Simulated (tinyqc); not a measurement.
Inside a calculation. Model: electron continuity equation in a given potential, Scharfetter-Gummel discretisation.

Program tinyqc, `OMP_NUM_THREADS=1 python tinyqc.py 2220102 2220103 out.jsonl`; Intel Xeon 2.30GHz, shared host, one thread, about 0.01 s. Printed values are rounded.

Steady state in one dimension: J = q mu n E + q D dn/dx with E = -dpsi/dx and D = mu Vt, dJ/dx = q (n/tau - G), fixed densities nL and nR at the ends. The potential is given, psi = 0 for x < L/2 and U (2 x/L - 1) beyond, and is not changed by the electrons.

Inputs (values chosen for the exercise); mobility close to that of In0.53Ga0.47As at room temperature:
- T = 400 K (temperature)
- mu = 11200 cm^2/(V s) (electron mobility)
- L = 1.1 um (length of the region)
- nL = 8.3e13 cm^-3 (density at x = 0)
- nR = 9.3e14 cm^-3 (density at x = L)
- tau = 7.5e-12 s (lifetime)
- G = 2.9e24 cm^-3 s^-1 (uniform generation rate)
- U = -0.48 V (potential difference psi(L) - psi(0))

Constants: q = 1.602176634e-19 C, kB = 1.380649e-23 J/K, Vt = kB T/q. Results are converted to the units shown.

Range of the model: The drift velocity mu E exceeds 1e7 cm/s somewhere, where real mobilities no longer stay constant.

## Potential on the mesh

10 equal intervals, h = L/10; psi = 0 for x < L/2 and U (2 x/L - 1) beyond.

```
node,psi (V)
0,0.0000000
1,0.0000000
2,0.0000000
3,0.0000000
4,0.0000000
5,0.0000000
6,-0.0960000
7,-0.1920000
8,-0.2880000
9,-0.3840000
10,-0.4800000
```

## Bernoulli factors

d_i = (psi_(i+1) - psi_i)/Vt; B(d) = d/(exp(d) - 1), B(0) = 1. The flux on interval i is J_i = (q D/h) [n_(i+1) B(d_i) - n_i B(-d_i)].

```
interval,d_i,B(d_i),B(-d_i)
0,0.000000,1,1
1,0.000000,1,1
2,0.000000,1,1
3,0.000000,1,1
4,0.000000,1,1
5,-2.785084,2.968299,0.1832150
6,-2.785084,2.968299,0.1832150
7,-2.785084,2.968299,0.1832150
8,-2.785084,2.968299,0.1832150
9,-2.785084,2.968299,0.1832150
```

The largest |d_i| is 2.79, above 2, where central differences lose the sign pattern that keeps densities positive.

## Tridiagonal system for the inner nodes

Row i (1 to 9): B(-d_(i-1)) n_(i-1) + b_i n_i + B(d_i) n_(i+1) = f_i with b_i = -B(-d_i) - B(d_(i-1)) - h^2/(D tau) and f_i = -G h^2/D; the known end values are moved to the right: f_1 loses B(-d_0) nL and f_9 loses B(d_9) nR. h = L/10, D = mu Vt.

```
node,diagonal b,right side f (cm^-3)
1,-2.041790,-8.390893e13
2,-2.041790,-9.089342e11
3,-2.041790,-9.089342e11
4,-2.041790,-9.089342e11
5,-1.225005,-9.089342e11
6,-3.193304,-9.089342e11
7,-3.193304,-9.089342e11
8,-3.193304,-9.089342e11
9,-3.193304,-2.761427e15
```

## Densities and current

B(d) = d/(exp(d) - 1) with d_i = (psi_(i+1) - psi_i)/Vt; b and f are the diagonal and right side of the balance equations. Solve B(-d_(i-1)) n_(i-1) + b_i n_i + B(d_i) n_(i+1) = f_i (end values already in f), then J_i = (q D/h) [n_(i+1) B(d_i) - n_i B(-d_i)], h = L/10, D = mu Vt.

```
node,n (cm^-3)
0,8.3e13
1,1.509358e15
2,2.997883e15
3,4.610780e15
4,6.415454e15
5,8.487321e15
6,1.341054e15
7,9.185323e14
8,9.050783e14
9,9.166841e14
10,9.3e14
```

```
interval,J (1e4 A/cm^2)
0,0.802042
1,0.836999
2,0.906934
3,1.014769
4,1.165012
5,1.363941
6,1.394943
7,1.416016
8,1.436773
9,1.457803
```

Against a mesh 200 times finer the densities are off by at most 2.9 % of their local values.

## Three discretisations compared

10 equal intervals. Fluxes J_i = (q D/h)(n_(i+1) P_i - n_i Q_i), d_i = (psi_(i+1) - psi_i)/Vt: Scharfetter-Gummel P = B(d), Q = B(-d), B(d) = d/(exp(d) - 1); central P = 1 - d/2, Q = 1 + d/2; upwind P = 1 + max(-d, 0), Q = 1 + max(d, 0). Balance at each inner node: J_i - J_(i-1) = q h (n_i/tau - G). The reference is Scharfetter-Gummel on 2000 intervals.

Densities (cm^-3):
```
node,Scharfetter-Gummel,central,upwind,reference
0,8.300e13,8.300e13,8.300e13,8.300e13
1,1.509e15,1.545e15,1.451e15,1.552e15
2,2.998e15,3.071e15,2.879e15,3.086e15
3,4.611e15,4.725e15,4.426e15,4.748e15
4,6.415e15,6.575e15,6.157e15,6.608e15
5,8.487e15,8.698e15,8.145e15,8.744e15
6,1.341e15,-3.879e14,2.767e15,1.357e15
7,9.185e14,1.096e15,1.376e15,9.194e14
8,9.051e14,8.710e14,1.024e15,9.051e14
9,9.167e14,9.227e14,9.415e14,9.166e14
10,9.300e14,9.300e14,9.300e14,9.300e14
```

Largest errors as a share of the largest reference density listed: Scharfetter-Gummel 2.9 %, central 20 %, upwind 16 %. The largest |d| is 2.79. Central differences give 1 negative value(s), since P or Q changes sign once |d| exceeds 2. Upwinding stays positive but acts as if D were larger by the factor 1 + |d|/2, up to 2.39 here.
